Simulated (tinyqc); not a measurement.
Cluster expansion of a binary alloy: correlations, fit, cross-validation and ground states: one step, computed by the program tinyqc.

s = +1 for A and -1 for B. Energy per site E = J0 + J1 P(point) + sum over clusters of m V P, with P the mean product of spins; V > 0 on a pair favours unlike neighbours. Clusters per site m: pair 1 4, pair 2 3, pair 3 6, triplet 12; the triplet is two first-neighbour bonds closed by a second-neighbour bond. Formation energies are counted from the line between pure A and pure B, which removes J0 and J1.

Task: The random alloy and its short-range order. Random alloy: P(pair) = p^2, P(triplet) = p^3, p = 1 - 2x, so H_mix = (p^2 - 1) sum m V(pairs) + (p^3 - p) m Vt; G_mix = H_mix + k_B T [x ln x + (1 - x) ln(1 - x)]. To first order in 1/T the Warren-Cowley parameter of shell 1 is alpha_1 = -(1 - p^2) V_eff/(k_B T), V_eff = V1 + (number of triplets on a first-neighbour bond) p Vt, that number being 6.

Inputs (values chosen for the exercise, for a model alloy):

| quantity | value | unit |
|---|---|---|
| first-pair interaction V1 | -10.1 | meV |
| second-pair interaction V2 | -2.8 | meV |
| third-pair interaction V3 | -0.062 | meV |
| triplet interaction Vt | 0.37 | meV |
| temperature T | 740 | K |
| fraction x of B | 0.63 | - |

Lattice: bcc.

Constants: k_B = 8.617333262e-05 eV/K.

Give: mixing enthalpy H_mix; mixing free energy G_mix; alpha_1.

Result:

mixing enthalpy H_mix = 46.92 meV/site

mixing free energy G_mix = 4.904 meV/site

alpha_1 = 0.1561

alpha_1 > 0: like neighbours cluster. Caution: G_mix lies above the hull of the ordered structures at this x, so the random alloy is not the equilibrium state at T. Caution: so large an alpha_1 is beyond the first-order expansion.
